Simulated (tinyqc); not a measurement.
## Transfer length from front and end resistance

Question. A contact of length d and width W has Rc = (Rsh Lt/W) coth(d/Lt) and Re = (Rsh Lt/W)/sinh(d/Lt), with Rsh the sheet resistance under the metal and Lt = sqrt(rc/Rsh). Find Lt, Rsh and rc.

Parameters, values chosen for the exercise: contact length d = 2.3 um; contact width W = 16 um.

Rc = 10.582742 ohm
Re = 2.5545412 ohm

Solution. Rc/Re = cosh(d/Lt) gives Lt, and Re then gives Rsh.

Lt = 1.10 um
Rsh = 150 ohm/sq
rc = 1.80e-6 ohm cm^2

Numbers from tinyqc (`OMP_NUM_THREADS=1 python tinyqc.py 2760145 2760146 out.jsonl`; about 0.01 s on one thread of a shared Intel Xeon 2.30GHz).
